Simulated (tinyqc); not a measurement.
Inside a calculation. Model: voltage acceleration of oxide breakdown, four models on the same data.

Program tinyqc, `OMP_NUM_THREADS=1 python tinyqc.py 2070103 2070104 out.jsonl`; Intel Xeon 2.30GHz, shared host, one thread, about 0.01 s. Printed values are rounded.

Field E = V/tox in MV/cm. Models: ln(t63/1 s) = a - c X with X = E (E model), -1/E (1/E model), ln V (power law, c the exponent n) or sqrt(E).

Inputs (values chosen for the exercise):
- tox = 5.3 nm (oxide thickness)
- Vu = 3.1 V (use voltage)
- Ts = 398 K (stress temperature)
- Tu = 378 K (use temperature)
- Ea = 0.67 eV (activation energy)
- ks = 8.6e-6 (factor for area and percentile)

Constants: q = 1.602176634e-19 C, kB = 1.380649e-23 J/K. Results are converted to the units shown.

Range of the model: All four laws are empirical fits; none is established far below the stress range.

## Fitting the models

| stress | V (V) | t63 (s) |
|---|---|---|
| 0 | 5.13 | 2.394e5 |
| 1 | 6.09 | 240 |
| 2 | 7.21 | 0.7777 |

The three stress times were made with the 1/E model, c = 424, and are treated as data. For each model fit ln t63 on X by least squares over the three points.

| model | c | a | largest misfit in ln t63 (0: below 0.002) |
|---|---|---|---|
| E | 3.206094 | 43.03416 | 0.7136921 |
| 1/E | 424.0020 | -31.41938 | 0.0000000 |
| power | 37.13727 | 72.93199 | 0.3573759 |
| sqrt E | 21.86280 | 80.12688 | 0.5363113 |

The worst misfit of any model is 0.71 in ln t63, a factor of 2.04 in time, comparable to the scatter of t63 from small samples, so such data hardly tell the models apart.

## Projection to use conditions

Project to Vu, multiply by exp[(Ea q/kB)(1/Tu - 1/Ts)] and by ks; ten years are 3.15576e8 s. The largest voltage for ten years solves the same relation for V.

temperature factor = 2.811198

| model | lifetime (years) | largest voltage for ten years (V) |
|---|---|---|
| E | 0.02689210 | 2.121610 |
| 1/E | 5.264021e5 | 3.646919 |
| power | 20.43693 | 3.160242 |
| sqrt E | 0.5244705 | 2.763965 |

The lifetimes span 7.29 decades, from the E model (most cautious) to the 1/E model; the allowed voltage spans 2.12 to 3.65 V. 2 of the four models pass ten years at Vu. Lifetimes beyond a thousand years are formal extrapolations.
